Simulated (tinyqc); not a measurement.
# Surface potential of a MOS transistor: implicit equation and explicit approximations, step by step

Program tinyqc, `OMP_NUM_THREADS=1 python tinyqc.py 2122140 2122141 out.jsonl`; Intel Xeon 2.30GHz, shared host, one thread, about 0.01 s. Printed values are rounded.

p-type body, charge-sheet picture, depletion and inversion only, full ionisation (an idealisation for deep acceptors), Boltzmann statistics (rough once Na exp(x - xn) passes about Nc/7). In units of Vt: xg = (Vg - Vfb)/Vt, x = psi/Vt, G = gamma/sqrt(Vt), xn = (2 phiF + Vc)/Vt. The implicit equation is (xg - x)^2 = G^2 [x - 1 + exp(x - xn)] for x above about 3. Cox = eps0 eox/tox.

Values chosen for this exercise; band and dielectric values close to those of silicon: temperature T = 350 K; band gap Eg = 1.14 eV; relative permittivity eps_r = 11.7; conduction-band density of states at T Nc = 3.48e19 cm^-3; valence-band density of states at T Nv = 3.33e19 cm^-3; relative permittivity of the gate insulator (close to silicon dioxide) eox = 3.9; insulator thickness tox = 17 nm; acceptor density Na = 3.9e16 cm^-3; flat-band voltage Vfb = -0.76 V; channel-body voltage Vc = 0.2 V; gate-body voltage Vg = 1.22 V.

Constants: q = 1.602176634e-19 C, kB = 1.380649e-23 J/K, Vt = kB T/q, eps0 = 8.8541878128e-14 F/cm where lengths are in cm. Results are converted to the units shown.

## Scales

ni = sqrt(Nc Nv) exp(-Eg/(2 Vt)), Eg in volts; phiF = Vt ln(Na/ni); gamma = sqrt(2 q eps0 eps_r Na)/Cox; VT = Vfb + Vt (xn + G sqrt(xn - 1)).

phiF = 0.365759 V
gamma = 0.560151 V^0.5
G = 3.22541
xn = 30.8852
VT = 0.703324 V
xg = 65.6484

## Explicit approximation

Depletion value a = 1 + [sqrt(G^2/4 + xg - 1) - G/2]^2; inversion value b = xn + ln[(xg - xn)^2/G^2 - xn + 1] and first guess y = min(a, b) - ln(1 + exp(-|a - b|)) if a > xn + 1, else b = y = a; one second-order correction with D = exp(y - xn), p = 2 (xg - y) + G^2 (1 + D), w = (xg - y)^2 - G^2 (y - 1 + D): z = y + 2 w/(p + sqrt(p^2 - 2 (2 - G^2 D) w)), or the Newton step z = y + w/p where the root is not real.

a = 44.3999
b = 35.3427
y = 35.3426
p = 968.491
w = -336.311
z = 34.9081

The root of the implicit equation is x = 34.9249; y misses it by 0.42 and z by -0.017, in units of Vt.

## Starting value

x = y rounded to two decimals.

x at the start = 35.34

## Iteration 1: new x

D = exp(x - xn), f = (xg - x)^2 - G^2 (x - 1 + D), f' = -2 (xg - x) - G^2 (1 + D), x(new) = x - f/f'.

D = 86.0420
f = -333.766
f' = -966.138
x after iteration 1 = 34.9945

## Iteration 2: new x

As before.

D = 60.9084
f = -47.6405
f' = -705.358
x after iteration 2 = 34.9270

## Iteration 3: new x

As before.

D = 56.9305
f = -1.40872
f' = -664.109
x after iteration 3 = 34.9249

## Course of the iteration

Stop when the step is below 1e-11, or after 60 iterations.

Course of the iteration:
```
iteration  x before the step       step
1                      35.34     -0.345
2                    34.9945    -0.0675
3                    34.9270   -2.12e-3
4                    34.9249   -2.00e-6
5                    34.9249  -1.78e-12
```

Converged in 5 iterations.

## Potential, charges and gate control

converged x = 34.9249

psi = Vt x; N_dep = Cox Vt G sqrt(x - 1)/q; N_inv = (Cox Vt G/q) [sqrt(x - 1 + exp(x - xn)) - sqrt(x - 1)]; dpsi/dVg = 1/[1 + G^2 (1 + exp(x - xn))/(2 (xg - x))].

psi = 1.05336 V
N_dep = 7.18355e11 cm^-2
N_inv = 4.5645e11 cm^-2
dpsi/dVg = 0.0927004

psi lies 4.0 Vt above 2 phiF + Vc.
